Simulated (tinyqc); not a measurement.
Inputs raised by 2 %, one at a time: Landau-Devonshire theory of a uniaxial ferroelectric. Computed by tinyqc, a small Python program. Command: `OMP_NUM_THREADS=1 python tinyqc.py 3026167 3026168 out.jsonl ferro sens`. One thread of a shared host (Intel(R) Xeon(R) Processor @ 2.30GHz), about 0.02 s of CPU time with the checks.

G(P) = (alpha/2) P^2 + (beta*/4) P^4 + (gamma/6) P^6 - E P per volume, SI units, one domain, P along the polar axis, which is normal to the film.

Inputs (values chosen for the exercise, modelled on lead titanate): alpha_0 = 727000 J m/(C^2 K); Curie-Weiss temperature T0 = 752 K; beta = -2.97e+08 J m^5/C^4; gamma = 1.6e+09 J m^9/C^6; temperature T = 515 K; misfit strain u_m = -0.018; electrostriction Q12 = -0.026 m^4/C^2; compliance s11 + s12 = 5.5e-12 m^2/N; film thickness d = 6.4 nm; screening length lambda = 0.043 nm; background permittivity eps_b = 7; gradient coefficient g = 2.4e-11 J m^3/C^2.

Sample: epitaxial film.

Constants: eps_0 = 8.8541878128e-12 F/m.

Method:
- alpha = alpha_0 (T - T0*), with clamping: T0* = T0 + 4 Q12 u_m/(alpha_0 (s11 + s12)), beta* = beta + 4 Q12^2/(s11 + s12).
- Ps^2 = [-beta* + sqrt(beta*^2 - 4 alpha gamma)]/(2 gamma).
- chi = 1/(eps_0 G''), G'' = alpha + 3 beta* P^2 + 5 gamma P^4 at Ps. Ps, chi and the coercive field are for perfect screening, without a depolarising field. The intrinsic coercive field is |alpha P + beta* P^3 + gamma P^5| at the P_c where G'' = 0. 1 C/m^2 = 100 microcoulomb/cm^2.
- With the term (g/2) (dP/dx)^2, (g/2) P'^2 = G(P) - G(Ps) across the wall: energy = int_(-Ps)^(Ps) sqrt(2 g [G(P) - G(Ps)]) dP (40 Gauss-Legendre points); width = 2 Ps over the slope at P = 0, sqrt(2 |G(Ps)|/g). Elastic coupling inside the wall is left out.
- Between shorted electrodes with screening length lambda each, the depolarising field is -k P, k = 2 lambda/(eps_0 (d + 2 lambda eps_b)), so alpha turns into alpha + k.
- The polar state is the lowest uniform state while alpha + k < 0 (beta* > 0) or < 3 beta*^2/(16 gamma) (beta* < 0); setting the equality gives the critical thickness d_c.

Runs:
```
input moved                               from          to  susceptibility chi  wall width (nm)  critical thickness d_c (nm)  well depth G(Ps) (MJ/m^3)
base run                                     -           -              60.960          0.54326                       18.344                    -82.700
Curie-Weiss temperature T0 (K)             752      767.04              59.627          0.53743                       17.948                    -85.496
beta (J m^5/C^4)                    -297000000  -302940000              60.782          0.54288                       18.344                    -83.085
temperature T (K)                          515       525.3              61.907          0.54736                       18.625                    -80.804
misfit strain u_m                       -0.018    -0.01836              60.123          0.53961                       18.096                    -84.437
electrostriction Q12 (m^4/C^2)          -0.026    -0.02652              60.704          0.54084                       18.096                    -83.148
compliance s11 + s12 (m^2/N)           5.5e-12    5.61e-12              61.509          0.54629                       18.594                    -81.627
gradient coefficient g (J m^3/C^2)     2.4e-11   2.448e-11              60.960          0.54866                       18.344                    -82.700
```

Exponents ln(y'/y) / ln(x'/x):
```
input                       susceptibility chi  wall width  critical thickness d_c  well depth G(Ps)
Curie-Weiss temperature T0              -1.116      -0.545                  -1.101             1.679
beta                                    -0.147      -0.035                   0.000             0.235
temperature T                            0.779       0.380                   0.767            -1.171
misfit strain u_m                       -0.698      -0.341                  -0.688             1.050
electrostriction Q12                    -0.212      -0.226                  -0.688             0.273
compliance s11 + s12                     0.453       0.281                   0.683            -0.660
gradient coefficient g                   0.000       0.500                   0.000             0.000
```

Among the inputs moved here: susceptibility chi answers most in size to Curie-Weiss temperature T0 (exponent -1.116), next to temperature T (+0.779); its exponent is below 0.0005 for gradient coefficient g. Wall width answers most in size to Curie-Weiss temperature T0 (exponent -0.545), next to gradient coefficient g (+0.500). Its exponent +0.500 in gradient coefficient g: wall width scales as sqrt(g). Critical thickness d_c answers most in size to Curie-Weiss temperature T0 (exponent -1.101), next to temperature T (+0.767); its exponent is below 0.0005 for beta, gradient coefficient g. Well depth G(Ps) answers most in size to Curie-Weiss temperature T0 (exponent +1.679), next to temperature T (-1.171); its exponent is below 0.0005 for gradient coefficient g.

Caution (all rows): far below T0* the expansion with linear alpha(T) is only a fit. Caution (all rows): a wall under 0.8 nm, some two lattice spacings, wide is outside the continuum picture.
